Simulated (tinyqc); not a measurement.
Capacitances against the distance to each plane.

Endless row of lines of width wl, height tl and space sl between grounded planes at distance hd; e2 fills the gaps beside the lines, e1 the rest. Laplace's equation is solved on meshes of 3, 6 and 12 steps per unit u and extrapolated (Aitken), which is good to about 0.2 %. C_even (all lines at 1 V) is the capacitance Cg to the planes; C_odd (neighbours in antiphase) = Cg + 4 Cc if only nearest neighbours couple, which defines Cc; total with quiet neighbours Cg + 2 Cc. Plate values 2 eps0 e1 wl/hd and eps0 e2 tl/sl.

Parameters, values chosen for the exercise:
```
symbol  value  unit                                          meaning
e1        2.7        relative permittivity above and below the lines
e2          1                relative permittivity between the lines
wl          6     u                           line width, in units u
tl         12     u                                      line height
sl          6     u                              space between lines
```

Constants: eps0 = 8.8541878128e-12 F/m. Results are converted to the units shown.

The same in every row: plate Cc (aF/um) = 17.7.

Capacitances against the distance to each plane:
```
hd (u),Cg (aF/um),Cc (aF/um),Cg + 2 Cc (aF/um),C_odd (aF/um),plate Cg (aF/um),"share of coupling, 2 Cc/(Cg + 2 Cc) (%)"
2,210,13.6,238,265,143,11.4
3,151,16.2,184,216,95.6,17.6
4,119,18.8,157,195,71.7,24.0
5,98.6,21.2,141,183,57.4,30.1
6,84.1,23.3,131,177,47.8,35.7
8,65.0,26.7,119,172,35.9,45.1
10,53.0,29.3,112,170,28.7,52.5
```

What does the table show?

As hd goes from 2 to 10, Cg falls from 210 to 53.0 aF/um, Cc rises from 13.6 to 29.3 aF/um and the share of coupling rises from 11.4 to 52.5 %. Cg is 1.47 times its plate value in the first row and 1.85 times in the last; for Cc the ratios are 0.766 and 1.65. Neighbours in antiphase raise the load by a factor of 1.11 and 1.52 over quiet ones. For hd = 10 the planes are farther than 0.8 of the pitch, so second neighbours couple too and Cg + 2 Cc understates the quiet load by a per cent or more.

Computed by the program tinyqc: `OMP_NUM_THREADS=1 python tinyqc.py 2790118 2790119 out.jsonl`, one thread of a shared Intel Xeon 2.30GHz, about 1 s for the whole run.
